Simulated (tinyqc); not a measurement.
Inside a calculation: deformation-potential model of the L valleys of a conduction band. Values are carried at full precision from step to step, so a last printed digit may differ when a step is redone from the rounded ones.

s11 = (C11 + C12)/((C11 - C12)(C11 + 2 C12)), s12 = -C12/((C11 - C12)(C11 + 2 C12)), s44 = 1/C44; exx = s11 sxx + s12 (syy + szz) and cyclic, exy = s44 sxy/2; tension is positive. A uniaxial stress X along the unit vector n is s_ij = X n_i n_j.

Constants: kB = 8.617333262e-05 eV/K; hbar^2/2m0 = 3.80998211 eV angstrom^2.

Inputs chosen for the exercise (near those of Ge; the results hold for these values, not for the real material):
- C11 = 130.5 GPa
- C12 = 45.9 GPa
- C44 = 67.6 GPa
- load = uniaxial [111] (kind of stress)
- X = 1.95 GPa (stress)
- Xd = -6.24 eV (dilation potential)
- Xu = 16.24 eV (uniaxial potential)
- T = 300 K (temperature)
- ml = 1.596 m0 (longitudinal mass)
- mt = 0.079 m0 (transverse mass)

## Strain from a uniaxial [111] stress

Form the compliances and the strain.

s11, s12, s44 (1/TPa): [9.3797, -2.4406, 14.7929]

strain tensor, rows x, y, z and columns alike:
```
[[0.002924, 0.004808, 0.004808],
 [0.004808, 0.002924, 0.004808],
 [0.004808, 0.004808, 0.002924]]
```

## Valley shifts

Valleys with axes along [111], [1-1-1], [-11-1] and [-1-11], one whole valley each. Herring-Vogt shift of a valley with unit axis a: dE = Xd tr(e) + Xu a.e.a. Non-degenerate shares n_i = exp(-dE_i/kT)/sum_j exp(-dE_j/kT). Inverse mass tensor of a valley: (1 - a a)/mt + a a/ml; the masses are taken as independent of strain.

Apply the Herring-Vogt formula to each valley.

Xd tr(e) = -54.74 meV

a.e.a: [111] 0.012539, [1-1-1] -0.000281, [-11-1] -0.000281, [-1-11] -0.000281

shifts dE (meV): [111] 148.90, [1-1-1] -59.30, [-11-1] -59.30, [-1-11] -59.30

The lowest valleys are [1-1-1], [-11-1] and [-1-11], 208.2 meV below the highest; the mean shift over all valleys is (Xd + Xu/3) tr(e) = -7.25 meV.

## Shares of the electrons

Boltzmann factors of the shifts.

kT = 25.852 meV

shares: [111] 0.0001, [1-1-1] 0.3333, [-11-1] 0.3333, [-1-11] 0.3333

effective number of valley axes, 1/(largest share) = 3.000

## Conductivity mass tensor

With one scattering time for all valleys the conductivity goes as M = sum_i n_i (inverse mass tensor of valley i); along the unit vector u, 1/m_c = u.M.u. Without stress 1/m_c = (1/ml + 2/mt)/3. Take u along [110].

M (1/m0), rows x, y, z and columns alike:
```
[[8.648, 1.336, 1.336],
 [1.336, 8.648, 1.336],
 [1.336, 1.336, 8.648]]
```

m_c along [110] = 0.1002 m0
m_c without stress = 0.1156 m0

The repopulation alone changes the mobility along [110] by +15.5 %; with all electrons in the valleys lightest or heaviest along this direction it would change by +46 or -46 %.

## Effective density of states

Each of the 4 whole valleys has m_d = (ml mt^2)^(1/3) and N = 2 (m_d kT/(4 pi c))^(3/2), c = hbar^2/2m0. Counted from the lowest edge, Nc = N x sum_i exp(-(dE_i - dE_min)/kT). 1 angstrom^-3 = 1e24 cm^-3.

m_d = 0.2152 m0
N of one valley = 2.504e+18 cm^-3
Nc under stress = 7.514e+18 cm^-3
Nc without stress = 1.002e+19 cm^-3

## Piezoresistance from repopulation

For small stress d(rho)/rho = pi X. For valleys on the <111> axes pi11 = pi12 = 0 and pi44 = -Xu s44/(3 kT) x (K - 1)/(2K + 1), K = ml/mt. For stress along [110]: pi_l = (pi11 + pi12 + pi44)/2 with the current along it and pi_t = (pi11 + pi12 - pi44)/2 with the current along [1-10]. 1/GPa = 100 x 1e-11/Pa.

K = 20.203

pi11, pi12, pi44 (1e-11/Pa): [0.0, 0.0, -143.7]

pi_l, pi_t for [110] (1e-11/Pa): [-71.8, 71.8]

Only the transfer between valleys is counted; changes of mass and of intervalley scattering add to it in a real crystal.

## Checks

- Conductivity mass at zero stress against 3/(1/ml + 2/mt): both 0.1156380.
- Piezoresistance coefficients by finite differences against the closed form: largest difference 4.1e-09.

Program tinyqc; command `OMP_NUM_THREADS=1 python tinyqc.py 1080987 1080988 out.jsonl`; about 0.04 s on one thread of a shared Intel(R) Xeon(R) Processor @ 2.30GHz.
